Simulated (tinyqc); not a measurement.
Coverage against grain size: equilibrium and kinetic segregation of a solute to boundaries and growing surfaces. Computed by tinyqc, a small Python program. Command: `OMP_NUM_THREADS=1 python tinyqc.py 3020332 3020333 out.jsonl segreg walk`. One thread of a shared host (Intel(R) Xeon(R) Processor @ 2.30GHz), about 0.01 s of CPU time with the checks.

Inputs (values chosen for the exercise, modelled on a solute in a copper line): segregation energy Q = 0.503 eV; interaction z w (positive attracts) = -0.38 eV; total solute fraction x0 = 0.0065; temperature T = 925 K; boundary thickness delta = 0.73 nm.

Isotherm: Fowler-Guggenheim.

Constants: k_B = 8.617333262e-05 eV/K.

Method. With theta the solute fraction on boundary sites and x that in the grains, theta/(1 - theta) = [x/(1 - x)] exp[(Q + z w theta)/(k_B T)]. Finite grains: boundary sites are the fraction f = 3 delta/d, and x0 = (1 - f) x + f theta; solve both equations for theta; share at boundaries = f theta/x0.

At T:
```
d (nm)    theta  x in the grains  share at boundaries (%)
15      0.04392        0.0001029                   98.648
30      0.08578        0.0002566                   96.340
60      0.15879        0.0007308                   89.167
120     0.24955        0.0019819                   70.065
250     0.31582        0.0037665                   42.562
500     0.34655        0.0050040                   23.352
1000    0.36128        0.0057213                   12.172
5000    0.37266        0.0063396                    2.511
```

What does the comparison show, and why?

From the largest grains to the smallest the share at boundaries rises from 2.5 to 99 %, and x/x0 falls to 0.016. In the dilute limit x/x0 = 1/(1 - f + f exp(Q/(k_B T))), which gives 0.012 at 15 nm.

Extremes, crossings and ranges named in words are read from the listed rows.
